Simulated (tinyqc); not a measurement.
# Two-step dopant diffusion (predeposition and drive-in) with a constant diffusivity, step by step

A worked calculation. Computed by tinyqc, a small Python program that keeps every step. Command: `OMP_NUM_THREADS=1 python tinyqc.py 3019418 3019419 out.jsonl dopdiff walk`. One thread of a shared host (Intel(R) Xeon(R) Processor @ 2.30GHz), about 0.06 s of CPU time with the checks. Intermediate numbers are printed to about 6 digits and carried at full precision; extremes and crossings named in words are read from the listed rows.

Fick diffusion into a half space x > 0 whose background doping C_B is of the opposite type, so that a junction lies where C = C_B.

Inputs (values chosen for the exercise, modelled on gallium in silicon):
```
quantity                         value        unit
prefactor D0                     0.363      cm^2/s
activation energy E               3.37          eV
surface concentration C_s      1.2e+18      1/cm^3
background doping C_B          5.3e+14      1/cm^3
predeposition temperature T1       975           C
predeposition time t1               45         min
drive-in temperature T2           1050           C
drive-in time t2                   240         min
mean mobility in the layer mu      220  cm^2/(V s)
```

Furnace ramps of the drive-in: none.

Constants: k_B = 8.617333262e-05 eV/K; e = 1.602176634e-19 C.

## Diffusivities

D = D0 exp(-E/(k_B T)). Temperatures in kelvin are T(C) + 273.15. Times in seconds are 60 times the minutes.

D1 = 8.96449e-15 cm^2/s

D2 = 5.29458e-14 cm^2/s

product D1 t1 = 2.42041e-11 cm^2

## Thermal budget of the drive-in

(Dt)2 = D2 t2, t2 in seconds.

drive-in budget (Dt)2 = 7.62420e-10 cm^2

## Predeposition

C = C_s erfc(x/(2 sqrt(D1 t1))); dose Q = 2 C_s sqrt(D1 t1/pi); the junction solves erfc(z) = C_B/C_s with x_j = 2 z sqrt(D1 t1).

dose Q = 6.66164e+12 1/cm^2

z = 2.48467

junction depth after predeposition = 0.244480 um

## Drive-in as a Gaussian

With a sealed surface and a thin source, C = Q/sqrt(pi (Dt)2) exp(-x^2/(4 (Dt)2)); x_j = 2 sqrt((Dt)2 ln(C(0)/C_B)); gradient at the junction |dC/dx| = C_B x_j/(2 (Dt)2).

surface concentration C(0) (Gaussian) = 1.36116e+17 1/cm^3

junction depth x_j = 1.30080 um

gradient at the junction = 4.52129e+19 1/cm^4

The drive-in moves the junction from 0.244 to 1.30 um and lowers the surface value by a factor 8.82.

## Sheet resistance

Net dose Q_net = Q erf(x_j/(2 sqrt((Dt)2))) - C_B x_j; R_s = 1/(e mu Q_net), with every dopant ionised and one mobility.

net dose = 6.58693e+12 1/cm^2

sheet resistance R_s (Gaussian) = 4307.09 ohm/square

## Exact junction depth

Exact two-step profile: C = (2 C_s/pi) int_0^alpha exp(-beta (1 + u^2))/(1 + u^2) du with alpha = sqrt(D1 t1/(Dt)2), beta = x^2/(4 (D1 t1 + (Dt)2)). The integral takes 48 Gauss-Legendre points; solve C(x) = C_B.

exact junction depth = 1.31333 um

## Gaussian against the exact two-step profile

Gaussian: C = Q/sqrt(pi (Dt)2) exp(-x^2/(4 (Dt)2)). Depths are fractions of the Gaussian x_j.

Profiles:
```
x/x_j   x (um)  Gaussian (1/cm^3)  exact (1/cm^3)    ratio
0.0    0.00000        1.36116e+17     1.34702e+17  1.01049
0.2    0.26016        1.09024e+17     1.08387e+17  1.00588
0.4    0.52032        5.60232e+16     5.64664e+16  0.99215
0.6    0.78048        1.84689e+16     1.90479e+16  0.96960
0.8    1.04064        3.90610e+15     4.16106e+15  0.93873
1.0    1.30080        5.30000e+14     5.88749e+14  0.90021
1.2    1.56096        4.61357e+13     5.39658e+13  0.85491
```

With D1 t1/(Dt)2 = 0.032, the Gaussian is 1.0 % high at the surface and 10.0 % low at its own junction; the exact junction lies at 1.313 um, 0.96 % deeper. The dose is the same, but the real source already has a width, which is negligible here.

Checks made by the program: exact profile against the direct convolution of the erfc with the Gaussian kernel (relative difference below 1e-10).
